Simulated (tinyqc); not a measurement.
Finite-size error of a charged defect in a periodic cell: Madelung and Makov-Payne terms. From finite-size error back to width sigma of the defect charge. Computed by tinyqc, a small Python program. Command: `OMP_NUM_THREADS=1 python tinyqc.py 3022430 3022431 out.jsonl imagecharge inv`. One thread of a shared host (Intel(R) Xeon(R) Processor @ 2.30GHz), about 0.1 s of CPU time with the checks.

L is the cube root of the cell volume. The defect charge is a Gaussian, rho(r) = q (2 pi sigma^2)^(-3/2) exp(-r^2/2 sigma^2), repeated periodically in a uniform neutralising background and screened by a continuum. The model cell energy is E(L) = E_0 + [periodic - isolated electrostatic energy].

Inputs (values chosen for the exercise, for a model host): charge q = -2 e; cell length L = 9.32 angstrom; dielectric constant eps = 10.6; formation energy of the isolated defect E_0 = 5.172 eV.

Supercell lattice: bcc. Screening: isotropic.

Constants: e^2/(4 pi eps_0) = 14.39964548 eV angstrom.

Method. Periodic energy of the Gaussian: (2 pi q^2/V) sum_(G != 0) exp(-sigma^2 G^2)/(G.eps.G) x e^2/(4 pi eps_0), n_i = -k..k with k = max(9, L/sigma rounded up). Isolated energy: q^2/(2 sqrt(pi) sigma) <1/(n.eps.n)> e^2/(4 pi eps_0), the mean over directions n, here 1/eps.

Question. A run gave the result below. Find the width sigma of the defect charge, known to lie between 1 and 1.8 angstrom.

finite-size error = -0.7577077 eV

Answer.

Each step takes the trial c = (a f_b - b f_a)/(f_b - f_a), f being the result less the target and a, b, c the logarithms of the listed values; c replaces end b, the old b replaces a if the sign of f changed, and otherwise f_a is halved.

Scan of the range:
```
width sigma of the defect charge (angstrom)  finite-size error (eV)
1.00                                                      -0.799855
1.10                                                      -0.790998
1.22                                                      -0.779257
1.34                                                      -0.766302
1.48                                                      -0.749654
1.63                                                      -0.730000
1.80                                                      -0.705530
```

False position (Illinois rule, in the logarithm of the input) inside the bracket:
```
step    end a    end b    trial  finite-size error (eV)
1     1.34000  1.48000  1.41054               -0.758120
2     1.48000  1.41054  1.41384               -0.757726
3     1.48000  1.41384  1.41414               -0.757691
4     1.41384  1.41414  1.41400               -0.757708
5     1.41414  1.41400  1.41400               -0.757708
```

Finite-size error rises at every point of a 13-point scan of the range (every second point is shown), so one value fits; it is bracketed by 1.34 and 1.48. Answer: width sigma of the defect charge = 1.414 angstrom.
